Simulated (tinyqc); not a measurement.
Worked calculation: interface roughness in a thin film (subband fluctuation and scattering). Values are carried at full precision from step to step, so a last printed digit may differ when a step is redone from the rounded ones.

Square well of width t, barriers V0, c = hbar^2/2m0: E1 solves k t + 2 atan[(k/mz)/(kappa/mb)] = pi, k = sqrt(mz E/c), kappa = sqrt(mb (V0 - E)/c). One interface is rough, so the subband edge fluctuates by G dt with G = |dE1/dt| (central difference of 0.01 angstrom; 2 E1/t for hard walls).

Constants: hbar^2/2m0 = 3.80998211 eV angstrom^2; e^2/(4 pi eps0) = 14.39964547 eV angstrom; hbar = 6.58211957e-16 eV s.

Values chosen for the exercise (near those of a thin Si channel on (100), two-fold valleys; shifted at random, so the results belong to these values and not to a real crystal):
- t = 24 angstrom (film thickness)
- mz = 0.92 m0 (confinement mass)
- V0 = 3.06 eV (barrier)
- mb = 0.47 m0 (barrier mass)
- D = 2.2 angstrom (rms height of the roughness)
- md = 0.195 m0 (mass in the plane)
- gv = 2 (valleys)
- Lc = 36 angstrom (correlation length)
- Ns = 1 x 1e12/cm^2 (sheet density)
- eps = 7.6 (mean dielectric constant at the channel)
- Lg = 150 angstrom (gate length)
- Wg = 150 angstrom (gate width)

## Sensitivity of the level to thickness

Give E1, G, the hard-wall values and the rms fluctuation G D.

E1 = 62.01 meV
G = |dE1/dt| = 4.8260 meV/angstrom

hard walls: E1 (meV) and G (meV/angstrom): 70.960  5.913

G D = 10.62 meV

Hard walls overstate G by a factor 1.23, and the scattering rate, which goes as G^2, by 1.50.

## The angular integrand

Gaussian roughness spectrum S(q) = pi D^2 Lc^2 exp(-q^2 Lc^2/4). Degenerate gas, taken to fill one subband (the second starts to fill once c kF^2/md exceeds E2 - E1, which is not tested here): kF = sqrt(2 pi Ns/gv), q = 2 kF sin(theta/2), 1/tau = (md/(2 pi c hbar)) G^2 times the integral from 0 to pi of S(q)(1 - cos theta)/eps(q)^2 dtheta, eps(q) = 1 + qs/q with screening (qs = gv md q0/(c eps), q0 = e^2/(4 pi eps0), form factors left out, which overstates the screening; other scattering is left out too, so these values lie far above measured mobilities in all but the thinnest films) or 1 without; mobility = tau c2/md with c2 = e/m0 = 1.75882e15 cm^2/(V s^2); 1e12/cm^2 = 1e-4/angstrom^2.

kF, qs, and exp(-q^2 Lc^2/4)(1 - cos theta) without and with the factor 1/eps^2 at theta = 30, 60, ..., 180 degrees.

kF = 0.01772 1/angstrom
qs = 0.1939 1/angstrom

Integrand:
```
theta  q (1/angstrom)   bare  eps(q)  screened
30             0.0092  0.130   22.14  0.000266
60             0.0177  0.452   11.94   0.00317
90             0.0251  0.816    8.74    0.0107
120            0.0307   1.11    7.32    0.0206
150            0.0342   1.28    6.66    0.0287
180            0.0354   1.33    6.47    0.0318
```

kF Lc = 0.64: the roughness is short-ranged for these electrons, and back-scattering dominates.

## Scattering time and mobility

Integrate over theta.

Results:
```
case      integral  tau (fs)  mobility (cm^2/(V s))
bare         2.327     75.65                  682.3
screened   0.04157      4235              3.820e+04
```

Screening raises the mobility by a factor 56.0. With it kF l = 79, so by this rate the carriers are far from localisation. G D = 10.6 meV exceeds EF - E1 = 6.1 meV, though, so the gas breaks into puddles and this rate is not to be trusted.

## Threshold variation

Averaged over an area A = Lg Wg much larger than Lc^2, the thickness varies by D sqrt(pi Lc^2/A), so sigma(Vt) = G D Lc sqrt(pi/A)/e; the Pelgrom coefficient is sigma sqrt(A) (1 micrometre = 1e4 angstrom).

rms of the mean thickness = 0.936 angstrom
sigma(Vt) = 4.516 mV
coefficient = 0.0677 mV micrometre

The electrostatic effect of the thickness is left out. Lc is not small against the gate, so the averaging formula overstates the variation.

## Checks

- G from the envelope at the wall, psi(t/2)^2 (E1 + c mz (kappa/mb)^2), against the difference quotient, meV/angstrom: both 4.826.
- Bare integral for Lc -> 0 against pi: both 3.1416.

Run: tinyqc, `OMP_NUM_THREADS=1 python tinyqc.py 1280244 1280245 out.jsonl`; Intel(R) Xeon(R) Processor @ 2.30GHz, one thread, shared host; about 0.01 s of CPU time with all checks.
